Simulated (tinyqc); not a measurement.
Dopants and charged point defects at anneal temperature: Fermi-level effect, clustering and pairing: one step, computed by the program tinyqc. Command: `OMP_NUM_THREADS=1 python tinyqc.py 3020256 3020257 out.jsonl pairing walk`. One thread of a shared host (Intel(R) Xeon(R) Processor @ 2.30GHz), about 0.02 s of CPU time with the checks.

Boltzmann statistics and full ionisation of active dopants. Energies are counted from the valence band; the defect (a vacancy or self-interstitial) has five charge states, with all degeneracy factors one.

Problem. Carrier density and Fermi level. p = A/2 + sqrt(A^2/4 + n_i^2) for an active density A. chi = n/n_i (for acceptors n_i/p); E_F = E_i + k_B T ln chi; field enhancement h = 1 + A/sqrt(A^2 + 4 n_i^2).

Inputs (values chosen for the exercise, with bands modelled on germanium): anneal temperature T = 740 K.

Dopant: acceptor. Second part: clustering of the dopant.

active density A = 6.693411e+18 cm^-3

n_i = 5.892057e+17 cm^-3

E_i = 0.2218403 eV

k_B T = 0.06376827 eV

Give: p; chi; E_F; field enhancement h.

Solution.

p = 6.7449e+18 cm^-3

chi = 0.087356

E_F = 0.066388 eV

field enhancement h = 1.9849

The doping is 11.4 n_i: extrinsic conditions.
